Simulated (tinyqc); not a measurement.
Sublattice potential against complex hopping: Haldane model. Computed by the program tinyqc. Command: `OMP_NUM_THREADS=1 python tinyqc.py 114209 114210 out.jsonl`; one thread of a shared host (Intel(R) Xeon(R) Processor @ 2.60GHz), about 0.09 s.

Honeycomb lattice:
```
parameter,value
t1 (eV),1.840000
t2 (eV),0.220000
phi (rad),-1.810000
```

H_AA = delta - 2 t2 sum cos(k.b + phi), H_BB = -delta - 2 t2 sum cos(k.b - phi), H_AB = -t1 (1 + exp(-i k.a1) + exp(-i k.a2)), b = a1, a2 - a1, -a2, m = 3 sqrt3 t2 sin(phi); the sign of the Chern number follows the orientation k1 then k2.

Gaps at the two valleys (eV) and Chern number of the lower band (12 x 12 mesh):
```
delta,gap 2|delta - m|,gap 2|delta + m|,Chern number
-1.9990,1.7768,6.2192,0
-1.4440,0.6668,5.1092,0
-0.6660,0.8892,3.5532,1
0.0000,2.2212,2.2212,1
0.4440,3.1092,1.3332,1
0.8330,3.8872,0.5552,1
1.3880,4.9972,0.5548,0
2.2210,6.6632,2.2208,0
```

Here |m| = 1.1106 eV. For |delta| < |m| the two valleys have masses of opposite sign and the Chern number is +/-1; one gap closes at |delta| = |m|, and beyond it the band is trivial.
